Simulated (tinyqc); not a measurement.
# Read current of a NAND string, cells in series solved by shooting: two studies

Cells in series, numbered from 0 at the source line (0 V) to the bit line, each followed by a gap resistance Rg. A cell with gate Vg, threshold VT, source Vs and drain Vd passes I = 2 nf K Vt^2 [F(Vs) - F(Vd)]/(1 + th max(Vg - VT, 0)), F(V) = ln^2(1 + exp((Vg - VT - nf V)/(2 nf Vt))). The selected cell has Vg = Vr, the others Vg = Vp.

Parameters, values chosen for the exercise; values of the order met in vertical NAND strings: temperature T = 300 K; gain factor of a cell K = 8.9 uA/V^2; slope factor nf = 2.2; mobility reduction factor th = 0.17 1/V; resistance of the gap between cells Rg = 23 kohm; bit-line voltage Vbl = 0.7 V; pass voltage Vp = 5.8 V; threshold of an erased cell Ve = -2 V; threshold of the highest state Vh = 4.1 V; threshold of the selected cell Vx = 2.5 V; sensing current Is = 10 nA; read voltage on the selected word line Vr = 4.3 V.

Constants: q = 1.602176634e-19 C, kB = 1.380649e-23 J/K, Vt = kB T/q. Results are converted to the units shown.

Each table varies one quantity; the others keep the values above.

## Read current against the number of cells

For a trial current I start at 0 V and, cell by cell, solve for the drain: sqrt(F(Vd)) = sqrt(F(Vs) - I/k), k = 2 nf K Vt^2/(1 + th max(Vg - VT, 0)), Vd = [Vg - VT - 2 nf Vt ln(exp(sqrt F) - 1)]/nf, then add I Rg. The string current is the I for which the last node reaches Vbl. The apparent threshold is the Vr at which I = Is. Background: all other cells erased (VT = Ve) or all in the highest state (VT = Vh); ratio and shift are high over erased and high minus erased. The selected cell is in the middle, cell n/2.

Read current against the number of cells:
columns A: n; B: I, others erased (uA); C: I, others high (uA); D: ratio; E: apparent VT, erased (V); F: apparent VT, high (V); G: background shift (mV)
```
A          B        C       D      E      F      G
8      1.189   0.4853  0.4082  2.487  2.492  4.568
16    0.6556   0.2401  0.3662  2.492  2.501  9.194
32    0.3449   0.1194  0.3463  2.502  2.521  18.76
64    0.1769  0.05957  0.3367  2.522  2.561  38.21
96    0.1190  0.03968  0.3335  2.543  2.601  58.41
128  0.08962  0.02975  0.3319  2.563  2.642  79.41
192  0.06000  0.01982  0.3304  2.603  2.728  124.0
```

With erased neighbours the current falls from 1.19 to 0.0600 uA, as n^(-0.86) between the first two rows and n^(-0.99) between the last two (-1 once the series resistance rules). The ratio falls from 0.408 to 0.330 and the background shift rises from 4.57 to 124 mV.

## Effect of the pass voltage

Same model as above.

The string has 64 cells and the selected one is cell 32.

Effect of the pass voltage:
columns A: Vp (V); B: I, others erased (uA); C: I, others high (uA); D: ratio; E: apparent VT, erased (V); F: apparent VT, high (V); G: background shift (mV)
```
A         B        C       D      E      F      G
5.2  0.1723  0.02888  0.1676  2.523  2.589  66.03
5.7  0.1762  0.05433  0.3083  2.523  2.564  41.26
6.2  0.1797  0.07810  0.4346  2.522  2.551  29.18
6.7  0.1829  0.09658  0.5280  2.521  2.543  22.08
7.2  0.1858   0.1114  0.5996  2.521  2.538  17.45
7.7  0.1885   0.1236  0.6558  2.520  2.535  14.21
8.2  0.1909   0.1338  0.7008  2.520  2.532  11.85
```

As Vp goes from 5.2 to 8.2 V, the current with erased neighbours rises from 0.172 to 0.191 uA, that with high neighbours rises from 0.0289 to 0.134 uA and the ratio rises from 0.168 to 0.701. The background shift falls from 66.0 to 11.8 mV. A higher pass voltage also disturbs erased cells more, which this model leaves out.

Computed by the program tinyqc: `OMP_NUM_THREADS=1 python tinyqc.py 2142028 2142029 out.jsonl`, one thread of a shared Intel Xeon 2.30GHz, about 0.7 s for the whole run.
